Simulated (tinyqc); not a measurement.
Defect equilibria of an oxide against oxygen pressure (mass action): one step, computed by the program tinyqc.

Defects: oxygen vacancies V (charge +2), electrons n, holes p, the ionic partner X = V_M'' (charge -2), and the dopant. Activities are taken equal to concentrations.

Problem. Solution at the given pressure. Neutrality: 2 [V] + p = n + 2 [X] + N_d. With n as the unknown, [V] = K_r/(n^2 P^(1/2)), p = K_i/n, [X] = K_s/[V]; the log ratio is ln(positive/negative). The root is found by 60 bisections in ln n between n = 1e-10 and 1e25 cm^-3.

Inputs (values chosen for the exercise, for a model oxide): dopant density N_d = 8.5e+19 cm^-3; temperature T = 1400 K; oxygen pressure P = 3e-11 atm.

Ionic disorder: Schottky, oxide MO. Dopant (singly charged, fully ionised): acceptor.

K_r = 1.198773e+53 cm^-9 atm^(1/2)

K_i = 4.511445e+32 cm^-6

K_s = 4.223953e+37 cm^-6

Give: n; [V]; p; [X].

Solution.

n = 2.0243e+19 cm^-3

[V] = 5.3412e+19 cm^-3

p = 2.2287e+13 cm^-3

[X] = 7.9082e+17 cm^-3

The largest terms give the Brouwer balance 2 [V] = N_d; the smaller of the two terms is 80 % of the total charge of one sign, so the point lies near a boundary between regimes.
